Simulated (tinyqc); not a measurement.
Gated two-dimensional channel with two bands, quantum capacitance: one step of the calculation.

phi is the Fermi level above the lowest band edge, in volts; Vg is counted from the gate voltage at which an empty channel would have phi = 0. The channel has no thickness; trap charge is -q Dit phi.

Problem. New phi. D1 = gv md m0 q/(pi hbar^2), D2 = g2 m2 m0 q/(pi hbar^2) per eV; n1 = D1 Vt ln(1 + exp(phi/Vt)), n2 = D2 Vt ln(1 + exp((phi - E2)/Vt)), n = n1 + n2; Cq = q dn/dphi = q [D1/(1 + exp(-phi/Vt)) + D2/(1 + exp((E2 - phi)/Vt))]. Newton: f = phi + q (n + Dit phi)/Cox - Vg, phi(new) = phi - f/(1 + (Cq + q Dit)/Cox).

Values chosen for this exercise; lowest band close to that of a thin germanium body: temperature T = 150 K; in-plane mass md = 0.0847 m0; valley degeneracy gv = 1; in-plane mass of a second band, chosen freely m2 = 0.18 m0; valley degeneracy of that band, chosen freely g2 = 1; second band edge above the first E2 = 0.23 eV; density of traps Dit = 0 cm^-2 eV^-1; gate voltage Vg = 1.2 V.

Constants: q = 1.602176634e-19 C, kB = 1.380649e-23 J/K, hbar = 1.054571817e-34 J s, m0 = 9.1093837015e-31 kg, Vt = kB T/q. Results are converted to the units shown.

phi at the start = 1.2 V
Cox = 0.71940276 uF/cm^2

Find: n1; n2; Cq; f; phi after iteration 1.

Solution.

n1 = 4.246e13 cm^-2
n2 = 7.294e13 cm^-2
Cq = 17.72 uF/cm^2
f = 25.70 V
phi after iteration 1 = 0.1971 V

Numbers from tinyqc (`OMP_NUM_THREADS=1 python tinyqc.py 2200133 2200134 out.jsonl`; about 0.01 s on one thread of a shared Intel Xeon 2.30GHz).
